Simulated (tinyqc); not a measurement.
Classical Heisenberg spin chain: exact results, Metropolis, heat-bath and over-relaxation steps, and a Monte Carlo run: one step, computed by the program tinyqc. Command: `OMP_NUM_THREADS=1 python tinyqc.py 3130436 3130437 out.jsonl heismc walk`. One thread of a shared host (Intel(R) Xeon(R) Processor @ 2.30GHz), about 0.1 s of CPU time with the checks.

E = -J sum_i s_i . s_(i+1) for unit vectors s_i on an open chain; K = J/(k_B T).

Problem. Exact results. Each bond angle is independent, so u = <s_i . s_(i+1)> = coth K - 1/K, <s_i . s_(i+n)> = u^n, correlation length xi = -1/ln|u|, energy per bond -J u, heat capacity per bond c/k_B = 1 - K^2/sinh^2 K, and for the long chain chi = mu^2 (1 + u)/(3 k_B T (1 - u)) per spin.

Inputs (values chosen for the exercise, for a model chain of large moments): coupling J = 21 meV; temperature T = 409 K; moment mu = 4.7 mu_B.

Constants: k_B = 8.617333262e-05 eV/K; mu_B = 5.7883818060e-05 eV/T.

Give: K; u; xi; energy per bond; heat capacity; chi over the Curie value; chi.

Solution.

K = 0.5958

u = 0.1941

xi = 0.6099 sites

energy per bond = -4.075 meV

heat capacity = 0.1104 k_B/bond

chi over the Curie value = 1.482

chi = 0.01792 mu_B/T per spin

For |K| << 1, u = K/3 = 0.1986.
